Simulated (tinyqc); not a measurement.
An infinitely deep well in a field (quantum-confined Stark shift), Airy functions: two steps of the calculation.

Hard walls at x = -L/2 and +L/2; between them U(x) = -F x (eV, zero at the centre). C = hbar^2/(2 m0), e = (C F^2/m1)^(1/3), z1 = (F L/2 - E)/e at the left wall and z2 = (-F L/2 - E)/e at the right wall. Levels are the roots of D(E) = Ai(z1) Bi(z2) - Ai(z2) Bi(z1).

Parameters, values chosen for the exercise: mass m1 = 0.087 m0; well width L = 19.2 nm; field F = 0.00039 V/nm; level sought n = 1.

Constants: q = 1.602176634e-19 C, hbar = 1.054571817e-34 J s, m0 = 9.1093837015e-31 kg, hbar^2/(2 m0) = 0.0380998212 eV nm^2. Results are converted to the units shown.

Problem 1. Level without field and second-order shift. E_n(0) = C (n pi/L)^2/m1; second-order shift m1 F^2 L^4 (1 - 15/(pi n)^2)/(48 C pi^2 n^2).

Give: E_n(0); second-order shift; F L/E_1(0).

Solution 1.

E_n(0) = 0.011725 eV
second-order shift = -0.051789 meV
F L/E_1(0) = 0.63865

Problem 2. Stark shift. Exact shift E_n(F) - E_n(0), and the mean position <x> = -dE_n/dF.

Find: E_n; shift; <x>.

Solution 2.

E_n = 0.011673 eV
shift = -0.051748 meV
<x> = 0.26516 nm

tinyqc, about 0.02 s, one thread, Intel Xeon 2.30GHz (shared host): `OMP_NUM_THREADS=1 python tinyqc.py 2580013 2580014 out.jsonl`
